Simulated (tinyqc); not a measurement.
## Off-state parameters from two currents

Problem. Well above V0 the off-state current of a threshold switch is I = Ith exp((V - Vth)/V0). Find V0, Ith and the slope V0 ln 10.

Parameters, values chosen for the exercise:
```
symbol,value,unit,meaning
Vth,2.6,V,threshold voltage
```

I at 1.3 and 1.95 V (nA): [1.7839192, 19.810659]

Answer. ln I is linear in V.

V0 = 0.270 V
Ith = 0.220 uA
slope = 622 mV/decade

Numbers from tinyqc (`OMP_NUM_THREADS=1 python tinyqc.py 2490131 2490132 out.jsonl`; about 0.01 s on one thread of a shared Intel Xeon 2.30GHz).
